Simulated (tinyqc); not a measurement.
Changing the process gas flow: gas flow in a process chamber: flow regimes, conductance, effective pumping speed, pump-down, outgassing and purge. Computed by tinyqc, a small Python program. Command: `OMP_NUM_THREADS=1 python tinyqc.py 3120302 3120303 out.jsonl pump sweep`. One thread of a shared host (Intel(R) Xeon(R) Processor @ 2.30GHz), about 0.01 s of CPU time with the checks.

Ideal gas, isothermal flow, a pump of constant speed at the end of a round pipe; process gas, volume gas and outgassing are given the same properties. 1 sccm = 101325 Pa x 1e-6 m^3/60 s x T/273.15 K.

Inputs (values chosen for the exercise, modelled on oxygen near room temperature):

| quantity | value | unit |
|---|---|---|
| molar mass M | 32 | g/mol |
| molecular diameter | 0.36 | nm |
| viscosity eta | 20.6 | micropascal s |
| temperature T | 300 | K |
| chamber volume V | 140 | L |
| pipe diameter d | 2.5 | cm |
| pipe length l | 110 | cm |
| pump speed S | 16 | L/s |

Constants: k_B = 1.380649e-23 J/K; u = 1.6605390666e-27 kg.

Method:
- Mean speed c = sqrt(8 k_B T/(pi m)); aperture conductance C_a = c pi d^2/16; molecular pipe C_m = C_a/(1 + 3 l/(4 d)) (Dushman form); viscous pipe C_v = pi d^4 p_mean/(128 eta l); Knudsen interpolation C = C_v + C_m (1 + x)/(1 + 1.24 x), x = d p_mean sqrt(m/(k_B T))/eta.
- Effective speed 1/S_eff = 1/S + 1/C_m; time constant V/S_eff; pressure at which the free path k_B T/(sqrt2 pi d_m^2 p) equals d.
- Steady flow: the pump inlet is at p_2 = Q/S, and the chamber pressure p_1 solves Q = C((p_1 + p_2)/2) (p_1 - p_2). Residence time = p_1 V/Q.
- Knudsen number = free path at the mean pressure over d.

One run for each value:

| process gas flow (sccm) | chamber pressure p_1 (Pa) | conductance C (L/s) | Knudsen number | residence time (s) |
|---|---|---|---|---|
| 0.1 | 1.311e-01 | 1.552e+00 | 4.033e+00 | 99.0 |
| 0.3 | 3.980e-01 | 1.532e+00 | 1.330e+00 | 100.1 |
| 1 | 1.240e+00 | 1.650e+00 | 4.245e-01 | 93.6 |
| 3 | 3.063e+00 | 2.049e+00 | 1.687e-01 | 77.1 |
| 10 | 7.189e+00 | 3.076e+00 | 6.894e-02 | 54.3 |
| 30 | 1.441e+01 | 5.088e+00 | 3.216e-02 | 36.3 |
| 100 | 2.997e+01 | 1.009e+01 | 1.385e-02 | 22.6 |
| 300 | 6.067e+01 | 2.149e+01 | 6.029e-03 | 15.3 |
| 1000 | 1.483e+02 | 5.720e+01 | 2.178e-03 | 11.2 |
| 3000 | 3.834e+02 | 1.560e+02 | 7.870e-04 | 9.6 |
| 10000 | 1.196e+03 | 4.996e+02 | 2.443e-04 | 9.0 |

Over the rows, chamber pressure p_1 (Pa) rises from 0.131 to 1200 (exponent d ln y / d ln x 1.0 between the first rows and 0.95 between the last); conductance C (L/s) goes from 1.55 through a minimum among these rows, 1.53 at 0.300, to 500; Knudsen number falls from 4.03 to 2.44e-4 (exponent d ln y / d ln x between -1.0 and -0.69). At the low end the exponent of chamber pressure p_1 is 1.01, close to 1: constant speed and conductance.

Extremes, crossings and ranges named in words are read from the listed rows.
